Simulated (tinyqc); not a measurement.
Worked calculation: configuration-coordinate model of a defect: Huang-Rhys factor and luminescence line shape. Computed by tinyqc, a small Python program that keeps every step. Command: `OMP_NUM_THREADS=1 python tinyqc.py 3008937 3008938 out.jsonl ccline walk`. One thread of a shared host (Intel(R) Xeon(R) Processor @ 2.30GHz), about 0.01 s of CPU time with the checks. Intermediate numbers are printed to about 6 digits and carried at full precision; extremes and crossings named in words are read from the listed rows.

Ground state E_g(Q) = (1/2) omega_g^2 Q^2; excited state E_e(Q) = E_0 + (1/2) omega_e^2 (Q - dQ)^2 with omega_e = omega_g and E_0 = E_ZPL. Q is mass-weighted; the dipole does not depend on Q (Condon approximation).

Inputs (values chosen for the exercise, for a model defect): zero-phonon energy E_ZPL = 0.46 eV; displacement dQ = 0.454 u^(1/2) angstrom; ground-state phonon hbar omega_g = 60.1 meV; temperature T = 300 K; refractive index n_r = 3.36; transition dipole mu = 0.74 e angstrom; quenching prefactor nu_0 = 3e+11 1/s.

Modes: equal frequencies in both states.

Constants: hbar^2/u = 4.18015928e-03 eV angstrom^2; k_B = 8.617333262e-05 eV/K; hbar = 6.582119569e-16 eV s; e = 1.602176634e-19 C; eps_0 = 8.8541878128e-12 F/m; hbar = 1.054571817e-34 J s; c = 299792458 m/s.

## Huang-Rhys factors and vertical energies

S = hbar omega dQ^2/(2 hbar^2/u) for each state; relaxation energy S hbar omega; absorption at E_0 + S_e hbar omega_e, emission at E_0 - S_g hbar omega_g; the Stokes shift is their difference.

S_g = 1.48171

S_e = 1.48171

relaxation energy, ground state = 0.0890508 eV

relaxation energy, excited state = 0.0890508 eV

vertical absorption energy = 0.549051 eV

vertical emission energy = 0.370949 eV

Stokes shift = 0.178102 eV

The coupling is intermediate: phonon replicas can be resolved beside the zero-phonon line.

## Emission lines at zero temperature

From the lowest excited level the line to ground level n lies at E_ZPL - n hbar omega_g with Franck-Condon weight exp(-S) S^n/n!; the emitted intensity carries a further factor E^3. S = S_g; up to eleven lines, of positive energy only, from n = max(0, integer part of S - 5).

Lines:
```
n  energy (eV)       weight  intensity / largest
0       0.4600  2.27249e-01          1.00000e+00
1       0.3999  3.36717e-01          9.73518e-01
2       0.3398  2.49458e-01          4.42480e-01
3       0.2797  1.23208e-01          1.21883e-01
4       0.2196  4.56398e-02          2.18507e-02
5       0.1595  1.35250e-02          2.48110e-03
6       0.0994  3.34002e-03          1.48297e-04
7       0.0393  7.06992e-04          1.94007e-06
```

The weight peaks at n = 1 and the intensity at n = 0.

## Band at temperature T

Overlaps <m_e|n_g> of harmonic-oscillator functions (Hermite recursion, positive leading coefficients) by a sum over an even grid (700 points from x = -9 to 9 + d for the small table, 1500 points from -16 to 16 + d for the thermal sums), with x = Q sqrt(omega_g/hbar), d = sqrt(2 S_g) and frequency ratio omega_e/omega_g. Initial levels m = 0..24 carry Boltzmann weights exp(-m hbar omega_e/k_B T), normalised; final levels n = 0..79; a line lies at E_ZPL + m hbar omega_e - n hbar omega_g with weight w_m <m|n>^2. Moments are taken over these weights without the E^3 factor; FWHM = 2 sqrt(2 ln 2) x standard deviation; the zero-phonon weight is the sum of w_m <m|m>^2.

mean emission energy = 0.370949 eV

FWHM from the second moment = 0.190032 eV

zero-phonon weight = 0.211240

skewness = -0.612040

Caution: for small S the spectrum is a set of resolved lines, and a Gaussian width has little meaning.

## Crossing, radiative lifetime and thermal quenching

The curves cross at the root Q_c nearest dQ; the barrier is (1/2) omega_e^2 (Q_c - dQ)^2, with (1/2) omega^2 = (hbar omega)^2/(2 hbar^2/u). k_r = n_r omega^3 mu^2/(3 pi eps_0 hbar c^3) at the vertical emission energy, without local-field correction; k_nr = nu_0 exp(-barrier/k_B T) (Mott-Seitz); yield = k_r/(k_r + k_nr); T_1/2 = barrier/(k_B ln(nu_0/k_r)).

Q_c = 1.39959 u^(1/2) angstrom

classical barrier = 0.386306 eV

radiative lifetime = 2804.71 ns

luminescence yield = 0.785857

quenching temperature T_1/2 = 328.589 K

At 300 K the centre is partly quenched; tunnelling, left out here, starts the quenching earlier. Caution: the band is wide against its energy, so the E^3 factor left out of the moments shifts the observed peak up.

## Width and zero-phonon weight against temperature

For comparison: FWHM(0) sqrt(coth(hbar omega_e/2 k_B T)) with FWHM(0) from the first row, and exp(-S_g coth(hbar omega_e/2 k_B T)).

Against temperature:
```
T (K)  mean energy (eV)  FWHM (eV)  coth law (eV)  zero-phonon weight  exp(-S coth)
35             0.370949   0.172272       0.172272            0.227249      0.227249
100            0.370949   0.172433       0.172433            0.227085      0.226619
210            0.370949   0.178609       0.178609            0.221097      0.203368
350            0.370949   0.197603       0.197603            0.205457      0.142346
560            0.370949   0.231658       0.231658            0.184693      0.068607
840            0.370949   0.274861       0.274861            0.165351      0.023008
1200           0.370949   0.324013       0.324014            0.147776      0.005292
```

The width grows by a factor 1.88, flat while k_B T is well below hbar omega and as sqrt(T) above; for equal frequencies the coth law is exact. The mean energy stays fixed, as it must for equal frequencies. The zero-phonon weight goes from 0.227 to 0.148; the single exponential assumes equal frequencies, leaves out lines that absorb and emit the same number of phonons, and falls to 0.00529.

Checks made by the program: grid overlaps at equal frequencies against the Poisson weights (relative difference below 1e-10); width at T against the coth law (relative difference below 1e-10).
